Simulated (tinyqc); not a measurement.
Permeation of metal atoms or ions through a thin barrier or dielectric: time lag, field-aided drift and lifetime: one step, computed by the program tinyqc. Command: `OMP_NUM_THREADS=1 python tinyqc.py 3022296 3022297 out.jsonl barrier walk`. One thread of a shared host (Intel(R) Xeon(R) Processor @ 2.30GHz), about 0.01 s of CPU time with the checks.

The film 0 < x < d is empty at first; C = C0 at x = 0 and C = 0 at x = d. dC/dt = D d2C/dx2 - v dC/dx with drift v = D z e V/(k_B T d) (uniform field, no space charge).

Task: Scales. D = D0 exp(-E/(k_B T)); time scale d^2/D; Peclet number P = z V/(k_B T), k_B T in eV; 1 nm = 1e-7 cm. Temperatures in kelvin are T(C) + 273.15.

Inputs (values chosen for the exercise, for a model case: singly charged ions through a dielectric):
```
quantity                                 value    unit
thickness d                                 28      nm
prefactor D0                               2.5  cm^2/s
activation energy E                       1.21      eV
charge number z                              1       -
voltage V (positive drives ions across)   0.32       V
test temperature T                         100       C
```

Constants: k_B = 8.617333262e-05 eV/K.

Give: diffusivity D; time scale d^2/D; Peclet number P.

Result:

diffusivity D = 1.137e-16 cm^2/s

time scale d^2/D = 68974 s

Peclet number P = 9.952
